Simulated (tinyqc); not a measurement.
Estimate of lattice thermal conductivity from elastic moduli (Slack, Klemens and Cahill formulas). Changing the disorder parameter Gamma. Computed by tinyqc, a small Python program. Command: `OMP_NUM_THREADS=1 python tinyqc.py 3011515 3011516 out.jsonl slack sweep`. One thread of a shared host (Intel(R) Xeon(R) Processor @ 2.30GHz), about 0.01 s of CPU time with the checks.

An isotropic solid.

Inputs (values chosen for the exercise, for a model crystal):

| quantity | value | unit |
|---|---|---|
| bulk modulus B | 354 | GPa |
| shear modulus G | 155 | GPa |
| volume per atom V | 16.1 | angstrom^3 |
| mean atomic mass M | 150 | u |
| atoms per primitive cell n | 2 | - |
| volume expansion coefficient alpha_V | 15 | ppm/K |
| temperature T | 500 | K |
| grain size d | 270 | nm |

Grueneisen parameter: from thermal expansion.

Constants: u = 1.6605390666e-27 kg; hbar = 1.054571817e-34 J s; k_B = 1.380649e-23 J/K; h = 6.62607015e-34 J s.

Method:
- rho = M/V; vL = sqrt((B + 4G/3)/rho), vT = sqrt(G/rho); v_m = [(vL^-3 + 2 vT^-3)/3]^(-1/3); Poisson ratio sigma = (3B - 2G)/(6B + 2G); Theta = hbar v_m (6 pi^2/V)^(1/3)/k_B.
- gamma = alpha_V B V/(3 k_B), with the classical heat capacity 3 k_B per atom.
- Slack, an estimate for T near or above Theta_a: kappa = A M Theta_a^3 delta n^(1/3)/(gamma^2 T) in W/(m K), with M in u, delta = V^(1/3) in angstrom, Theta_a = Theta n^(-1/3) and A = 2.43e-6/(1 - 0.514/gamma + 0.228/gamma^2).
- High-temperature forms with the classical heat capacity. Klemens: kappa/kappa_0 = arctan(u)/u, u^2 = pi^2 Theta V Gamma kappa_0/(h v_m^2). Grains: 1/kappa_poly = 1/kappa + 1/(C v_m d/3), C = 3 k_B/(n V), the acoustic branches alone.
- Cahill minimum: kappa_min = (pi/6)^(1/3) k_B V^(-2/3) sum over L, T, T of v (T/Theta_i)^2 int_0^(Theta_i/T) x^3 e^x/(e^x - 1)^2 dx, Theta_i = Theta v_i/v_m (64 Gauss-Legendre points).
- Its high-temperature limit is (1/2) (pi/6)^(1/3) k_B V^(-2/3) (vL + 2 vT).

One run for each value:

| disorder parameter Gamma | kappa with point defects (W/(m K)) | disorder scale u | kappa of the polycrystal (W/(m K)) | kappa_poly/kappa_min |
|---|---|---|---|---|
| 1.00e-05 | 24.58 | 0.044 | 23.19 | 22.65 |
| 4.00e-05 | 24.53 | 0.089 | 23.14 | 22.60 |
| 1.00e-04 | 24.43 | 0.140 | 23.06 | 22.52 |
| 6.00e-04 | 23.69 | 0.343 | 22.40 | 21.87 |
| 2.00e-03 | 21.97 | 0.627 | 20.85 | 20.36 |
| 9.00e-03 | 17.13 | 1.330 | 16.44 | 16.06 |
| 3.00e-02 | 11.95 | 2.428 | 11.62 | 11.34 |
| 1.00e-01 | 7.48 | 4.432 | 7.35 | 7.18 |
| 5.00e-01 | 3.65 | 9.911 | 3.62 | 3.53 |

Over the rows, kappa with point defects (W/(m K)) falls from 24.6 to 3.65 (exponent d ln y / d ln x -0.0014 between the first rows and -0.45 between the last); disorder scale u rises from 0.0443 to 9.91 (exponent d ln y / d ln x about 0.50 throughout); kappa of the polycrystal (W/(m K)) falls from 23.2 to 3.62 (exponent d ln y / d ln x -0.0013 between the first rows and -0.44 between the last). At the high end the exponent of kappa with point defects is -0.45, close to -0.50: the strong-disorder limit pi/(2u). At the low end the exponent of kappa with point defects is 0.00, close to 0: weak disorder. The change from weak to strong disorder sits at u = 1, between Gamma = 0.002 and 0.009.

Extremes, crossings and ranges named in words are read from the listed rows.
